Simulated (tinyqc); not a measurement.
Inside a calculation. Model: front-illuminated p-i-n photodiode, quantum efficiency and bandwidth.

Numbers from tinyqc (`OMP_NUM_THREADS=1 python tinyqc.py 2250020 2250021 out.jsonl`; about 0.01 s on one thread of a shared Intel Xeon 2.30GHz). Printed values are rounded.

Light enters through a p layer (0 to xp), a depleted layer (xp to xp + wi) and a thick n substrate, decaying as exp(-al x); one pass, no back reflection. Carriers made in the depleted layer are all collected; those in the neutral layers diffuse.

Inputs (values chosen for the exercise); values close to those of silicon at this wavelength: wavelength lam = 1000 nm; absorption coefficient al = 64.8 1/cm; reflectance of the front face Rf = 0.3; relative permittivity eps_r = 11.8; thickness of the front p layer xp = 0.068 um; thickness of the depleted layer wi = 60 um; electron diffusion coefficient in the p layer Dn = 12 cm^2/s; electron diffusion length in the p layer Ln = 0.86 um; recombination velocity of the front surface S = 900 cm/s; hole diffusion length in the thick n substrate Lp = 17 um; electron drift velocity ve = 1.01e7 cm/s; hole drift velocity vh = 6.82e6 cm/s; diameter dia = 170 um; load resistance RL = 50 ohm; parasitic capacitance Cp = 30 fF; modulation frequency f = 0.72 GHz.

Constants: q = 1.602176634e-19 C, h = 6.62607015e-34 J s, c = 299792458 m/s, eps0 = 8.8541878128e-14 F/cm where lengths are in cm. Results are converted to the units shown.

## Quantum efficiency

k = al Ln, s = S Ln/Dn, e = exp(-al xp); front layer f1 = (k/(k^2 - 1)) {[s + k - e (s cosh(xp/Ln) + sinh(xp/Ln))]/[s sinh(xp/Ln) + cosh(xp/Ln)] - k e}; depleted layer f2 = e (1 - exp(-al wi)); substrate f3 = e exp(-al wi) al Lp/(1 + al Lp); external efficiency (1 - Rf)(f1 + f2 + f3); responsivity = efficiency q lam/(h c).

s = 0.00645
f1 = 4.39515e-4
f2 = 0.321988
f3 = 0.0672347
external efficiency = 0.272764
responsivity = 0.219999 A/W

The front layer absorbs 0.0441 % of the light that enters and collects 99.8 % of that. Diffusion from the neutral layers makes up 17.4 % of the current.

## Response at one frequency

Drift response for pairs made in the depleted layer, a = al wi, g = 1 - exp(-a), u = 2 pi i f, te = wi/ve, th = wi/vh: electrons He = [g - a (exp(-a) - exp(-u te))/(u te - a)]/(u te g), holes Hh = [g - a (1 - exp(-a - u th))/(a + u th)]/(u th g); C = eps0 eps_r pi (dia/2)^2/wi + Cp; total |He + Hh|/sqrt(1 + (2 pi f RL C)^2), for the current of the depleted layer alone.

te = 594.059 ps
th = 879.765 ps
He = 0.268443-0.337625i
Hh = 0.113404-0.278586i
|He + Hh| = 0.724930
C = 69.5246 fF
total response = 0.724840

The drift response alone falls to 1/sqrt(2) at 0.748 GHz and the RC term alone at 45.8 GHz; together they give 0.748 GHz.
